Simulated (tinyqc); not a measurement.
Bias-temperature instability from a Gaussian distribution of capture and emission barriers. Changing the spread of capture barriers sigma_c. Computed by tinyqc, a small Python program. Command: `OMP_NUM_THREADS=1 python tinyqc.py 3022730 3022731 out.jsonl bti sweep`. One thread of a shared host (Intel(R) Xeon(R) Processor @ 2.30GHz), about 0.02 s of CPU time with the checks.

Each trap has a capture time tau_0 exp(E_c/(k_B T)) under stress and an emission time tau_0 exp(E_e/(k_B T)) after it. E_c is Gaussian, and E_e = E_c + d with d Gaussian and independent. A trap counts as filled once t_s exceeds its capture time and as emptied once t_r exceeds its emission time.

Inputs (values chosen for the exercise, for a model p-channel transistor): shift with all traps filled V_max = 68 mV; mean capture barrier at zero field mu_c = 1.99 eV; lowering of mu_c per field k_F = 0.058 eV/(MV/cm); oxide field F = 8.8 MV/cm; time constant tau_0 = 4e-11 s; temperature T = 25 C; stress time t_s = 40000 s; failure criterion = 30 mV.

Constants: k_B = 8.617333262e-05 eV/K.

Method:
- Demarcation energies E_s = k_B T ln(t_s/tau_0), E_r = k_B T ln(t_r/tau_0); mean barrier mu = mu_c - k_F F; z = (E_s - mu)/sigma_c; Phi is the standard normal distribution.
- Temperatures in kelvin are T(C) + 273.15.
- Shift without recovery dV0 = V_max Phi(z); local time exponent n = d ln dV0/d ln t_s = (k_B T/sigma_c) exp(-z^2/2)/(sqrt(2 pi) Phi(z)); apparent activation energy n E_s.
- Solve V_max Phi(z) = criterion for t_s; the power-law extrapolation from the stress point is t_s (criterion/dV0)^(1/n); 1 year = 3.15576e7 s.

One run for each value; columns: (1) spread of capture barriers sigma_c (eV); (2) shift without recovery dV0 (mV); (3) time exponent n; (4) log10 of the lifetime in s:
```
(1)      (2)      (3)     (4)
0.23  0.3410  0.32295  14.037
0.28  1.1705  0.22715  13.912
0.34  2.7725  0.16221  13.762
0.39  4.3823  0.12875  13.637
0.45  6.3977  0.10184  13.487
0.50  8.0324  0.08606  13.362
```

Over the rows, shift without recovery dV0 (mV) rises from 0.341 to 8.03 (exponent d ln y / d ln x 6.3 between the first rows and 2.2 between the last); time exponent n falls from 0.323 to 0.0861 (exponent d ln y / d ln x -1.8 between the first rows and -1.6 between the last); log10 of the lifetime in s falls from 14.0 to 13.4. The stress probes the low tail of the barriers: a wider distribution puts more traps there and flattens the time dependence. Left out: 0.120, 0.170 (the shift is negligible or nearly saturated).

Caution (all rows): a lifetime this far beyond any test is a formal extrapolation of the Gaussian.
